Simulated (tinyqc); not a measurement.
# Scale length and length offset from two DIBL values

Inverse problem. DIBL = exp(-Le/(2 l)) + 2 exp(-Le/l) with Le = L - dL. Find l, dL and the drawn length for a DIBL of 100 mV/V.

DIBL at drawn lengths 42 and 62 nm (mV/V): 88.014508  21.322153

Solution. With e = exp(-Le/(2 l)), 2 e^2 + e = DIBL gives e and so Le/l at each length; Le/l is a straight line in L with slope 1/l.

l = 7.60 nm
dL = 2.90 nm
length for 100 mV/V = 40.3 nm

Numbers from tinyqc (`OMP_NUM_THREADS=1 python tinyqc.py 2002109 2002110 out.jsonl`; about 0.01 s on one thread of a shared Intel Xeon 2.30GHz).
